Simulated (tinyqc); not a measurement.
Inside a calculation. Method: coherent transport through a tight-binding region between two chains. Computed by tinyqc, a small Python program that keeps every step. Settings: temperature = 300, mu = -0.31. Command: `OMP_NUM_THREADS=1 python tinyqc.py 30578 30579 out.jsonl` (the two numbers bound the seeds that draw the settings). One thread of a shared host (Intel(R) Xeon(R) Processor @ 2.60GHz), about 0.07 s of CPU time with the checks.

## Transmission at E = 0.18 eV

H of the central region (eV), lower triangle:
```
          1         2        3
1   0.00000
2  -1.10000   0.62000
3   0.00000  -1.62000  0.00000
```

Leads: semi-infinite chains with site energy 0:

| parameter | value |
|---|---|
| lead hopping t (eV) | 1.040000 |
| coupling to the left lead (eV) | 1.170000 |
| coupling to the right lead (eV) | 1.350000 |
| left contact site | 1 |
| right contact site | 3 |

E = 0.18000 eV

Surface Green function g = (E - i sqrt(4 t^2 - E^2)) / (2 t^2); self-energy tc^2 g on each contact site; G = (E - H - Sigma)^(-1); Gamma = -2 Im Sigma; T = Gamma_L Gamma_R |G_LR|^2; local density of states -Im G_ii / pi.

g = 0.08321-0.95793i 1/eV

G (1/eV), lower triangle:
```
                  1                  2                 3
1  0.06862-0.47886i
2  0.33412-0.05302i  -0.08329-0.39511i
3  0.04416+0.31075i   0.36779-0.07131i  0.06991-0.23037i
```

local density of states (1/eV): 0.15243  0.12577  0.07333

transmission = 0.90214

## Transmission across the band

The same steps on a grid of energies.

T(E):

| E (eV) | T |
|---|---|
| -1.9760000 | 0.53556 |
| -1.7784000 | 0.74059 |
| -1.5808000 | 0.76315 |
| -1.3832000 | 0.76389 |
| -1.1856000 | 0.76727 |
| -0.9880000 | 0.77722 |
| -0.7904000 | 0.79336 |
| -0.5928000 | 0.81416 |
| -0.3952000 | 0.83770 |
| -0.1976000 | 0.86188 |
| 0.0000000 | 0.88453 |
| 0.1976000 | 0.90366 |
| 0.3952000 | 0.91764 |
| 0.5928000 | 0.92544 |
| 0.7904000 | 0.92665 |
| 0.9880000 | 0.92128 |
| 1.1856000 | 0.90897 |
| 1.3832000 | 0.88724 |
| 1.5808000 | 0.84642 |
| 1.7784000 | 0.75195 |
| 1.9760000 | 0.45671 |

levels of the isolated region (eV): -1.67255  0.00000  2.29255

## Current

I = (2e/h) int T(E) [f(E - mu - V/2) - f(E - mu + V/2)] dE at 300 K with mu = -0.31 eV, the bias not changing H; 2e^2/h = 77.48092 microsiemens; the integral runs over the band on 4001 points.

Current:

| V (volt) | I (microampere) |
|---|---|
| 0.01000 | 0.65717 |
| 0.05000 | 3.28584 |
| 0.10000 | 6.57167 |
| 0.20000 | 13.14319 |
| 0.40000 | 26.28519 |
| 0.80000 | 52.56101 |
